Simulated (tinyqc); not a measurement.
Tight binding, kagome lattice, step by step. One step of it, computed by the program tinyqc.

Problem. Bloch Hamiltonian at K. H_AB = -t1 - t2 exp(-i k.a1), H_AC = -t1 - t2 exp(-i k.a2), H_BC = -t1 - t2 exp(i k.(a1 - a2)), H_CC = delta.

Parameters chosen for this model:
```
parameter     value                unit
t1         1.620000    eV, up triangles
t2         1.620000  eV, down triangles
delta      0.030000        eV on site C
```

k point K (fractions of the reciprocal vectors): [0.333333, 0.666667]

Give: H(k) at K.

Solution.

H(k) at K (eV), order A, B, C:
$$\begin{pmatrix}
0.0000 & -0.8100+1.4030i & -0.8100-1.4030i \\
-0.8100-1.4030i & 0.0000 & -0.8100+1.4030i \\
-0.8100+1.4030i & -0.8100-1.4030i & 0.0300
\end{pmatrix}$$
